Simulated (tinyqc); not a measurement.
Pull-up strength from the switching point.

Inverse problem. Transistor (EKV form, voltages against the body): I = 2 n b Vt^2 [F(vp - Vs) - F(vp - Vd)] from drain to source, F(v) = ln^2(1 + exp(v/(2 Vt))), vp = (Vg - VT + sg |Vd - Vs|)/n. n-channel bodies are at 0; for the p-channel device all voltages are counted down from Vdd. b in uA/V^2 gives I in uA. In an inverter In(Vg = Vd = VM) equals Ip at the switching point VM. Find bp and the current there.

Inputs (values chosen for the exercise): temperature T = 300 K; supply voltage Vdd = 0.7 V; slope factor n = 1.2; drain-induced barrier lowering sg = 0.098; n-channel threshold VTn = 0.44 V; p-channel threshold (magnitude) VTp = 0.37 V; gain factor of the pull-down transistor bn = 160 uA/V^2.

Constants: q = 1.602176634e-19 C, kB = 1.380649e-23 J/K, Vt = kB T/q. Results are converted to the units shown.

VM = 0.369196059 V

Answer. Ip is proportional to bp, so bp is In(VM) over the p-channel current for unit b.

bp = 80.0 uA/V^2
current at VM = 0.0526 uA

Program tinyqc, `OMP_NUM_THREADS=1 python tinyqc.py 2340103 2340104 out.jsonl`; Intel Xeon 2.30GHz, shared host, one thread, about 0.06 s.
